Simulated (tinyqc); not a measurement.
# Undoped gate-all-around wire MOSFET, analytic charge model: several studies

An undoped round wire of radius R under an insulator shell and a surrounding gate; long channel, electrons only, n = ni exp((psi - V)/Vt) with V the quasi-Fermi potential (0 at the source, Vd at the drain), constant mobility, no quantisation. The radial Poisson equation gives n(r) = n(0)/(1 - (1 - b) r^2/R^2)^2 with b = Q0/(Q + Q0). Q is the electron charge per area of the wire surface.

Parameters, values chosen for the exercise; material values those of a made-up semiconductor:

| symbol | value | unit | meaning |
|---|---|---|---|
| T | 273 | K | temperature |
| Eg | 0.615 | eV | band gap |
| eps_r | 12.2 |  | relative permittivity of the semiconductor |
| Nc | 1.54e17 | cm^-3 | conduction-band density of states at T |
| Nv | 5.84e18 | cm^-3 | valence-band density of states at T |
| eox | 9.31 |  | relative permittivity of the gate insulator |
| tox | 6.1 | nm | insulator thickness |
| R | 20 | nm | wire radius |
| dphi | 0.13 | V | gate work function less that of the intrinsic body |
| mu | 260 | cm^2/(V s) | channel mobility |
| L | 2 | um | gate length |
| Vd | 0.3 | V | drain voltage |

Constants: q = 1.602176634e-19 C, kB = 1.380649e-23 J/K, Vt = kB T/q, eps0 = 8.8541878128e-14 F/cm where lengths are in cm. Results are converted to the units shown.

Each table varies one quantity; the others keep the values above.

## Output curve

ni = sqrt(Nc Nv) exp(-Eg/(2 Vt)), Eg in volts; Cox = eps0 eox/(R ln(1 + tox/R)); Q0 = 4 eps0 eps_r Vt/R; V0 = dphi + Vt ln[8 eps0 eps_r Vt/(q ni R^2)]. Q solves Vg - V0 - V = Q/Cox + Vt ln(Q/Q0) + Vt ln(1 + Q/Q0). I = mu (2 pi R/L)[2 Vt (Qs - Qd) + (Qs^2 - Qd^2)/(2 Cox) + Vt Q0 ln((Qd + Q0)/(Qs + Q0))], with Qs at V = 0 and Qd at V = Vd.

In this table Vg = 0.71 V.

Results:
```
Vd (V)	Qd (nC/cm^2)	Qd/Qs	I (uA)
0.06	246.9	0.7669	0.2785
0.11	187.6	0.5827	0.4558
0.16	132.5	0.4114	0.5861
0.22	74.43	0.2312	0.6867
0.27	36.34	0.1129	0.7311
0.32	11.83	0.03673	0.7497
0.43	0.1863	5.787e-4	0.7554
0.48	0.02242	6.963e-5	0.7555
```

Estimate the missing row, Vd = 0.38 V.

Computed row:
```
Vd (V)	Qd (nC/cm^2)	Qd/Qs	I (uA)
0.38	1.470	0.004565	0.7549
```

With this row back in the table: The current rises from 0.279 to 0.755 uA, while the charge at the drain end falls from 0.77 to 7.0e-5 of that at the source. The current first comes within 1 % of its last value at Vd = 0.32 V among the rows. Over the last rows Qd falls by a factor of e for each Vt of drain voltage: the drain end is in weak inversion. In every row the surface density at the source passes 0.3 Nc, where Boltzmann statistics fail.

## Effect of the wire radius

I = mu (2 pi R/L)[2 Vt (Qs - Qd) + (Qs^2 - Qd^2)/(2 Cox) + Vt Q0 ln((Qd + Q0)/(Qs + Q0))], with Qs at V = 0 and Qd at V = Vd.  I(low) is taken at Vg = 0.16 V, Qs and I(high) at Vg = 0.91 V.

Results:
```
R (nm)	V0 (V)	I(low) (nA)	Qs(high) (nC/cm^2)	I(high) (uA)
6.7	0.4632	4.939e-5	703.3	0.7492
9.3	0.4478	9.515e-5	657.6	0.9787
13	0.4320	1.859e-4	622.3	1.302
18	0.4167	3.564e-4	596.7	1.735
26	0.3994	7.437e-4	575.5	2.426
50	0.3686	0.002750	551.7	4.492
```

Estimate the missing row, R = 36 nm.

Computed row:
```
R (nm)	V0 (V)	I(low) (nA)	Qs(high) (nC/cm^2)	I(high) (uA)
36	0.3841	0.001426	561.8	3.287
```

With this row back in the table: As R goes from 6.7 to 50 nm, I(low) rises from 4.94e-5 to 0.00275 nA and I(high) rises from 0.749 to 4.49 uA. On average I(low) goes as R^(2.00) and I(high) goes as R^(0.89). Below threshold the charge is proportional to the cross-section of the body; above it the insulator sets the charge. In every row the surface density at the source at the higher gate voltage passes 0.3 Nc, where Boltzmann statistics fail.

## Effect of the gate work function less that of the intrinsic body

Same model as above.

Effect of the gate work function less that of the intrinsic body:
```
dphi (V)	V0 (V)	I(low) (nA)	Qs(high) (nC/cm^2)	I(high) (uA)
-0.02	0.2617	0.2546	800.6	2.897
0.03	0.3117	0.03082	729.7	2.561
0.08	0.3617	0.003685	659.5	2.231
0.13	0.4117	4.400e-4	589.9	1.908
0.18	0.4617	5.254e-5	521.1	1.594
0.23	0.5117	6.272e-6	453.3	1.292
0.28	0.5617	7.489e-7	386.9	1.006
```

As dphi goes from -0.02 to 0.28 V, I(low) falls from 0.255 to 7.49e-7 nA and I(high) falls from 2.90 to 1.01 uA. V0 rises from 0.262 to 0.562 V. In every row the surface density at the source at the higher gate voltage passes 0.3 Nc, where Boltzmann statistics fail.

Computed by the program tinyqc: `OMP_NUM_THREADS=1 python tinyqc.py 2460164 2460165 out.jsonl`, one thread of a shared Intel Xeon 2.30GHz, about 0.02 s for the whole run.
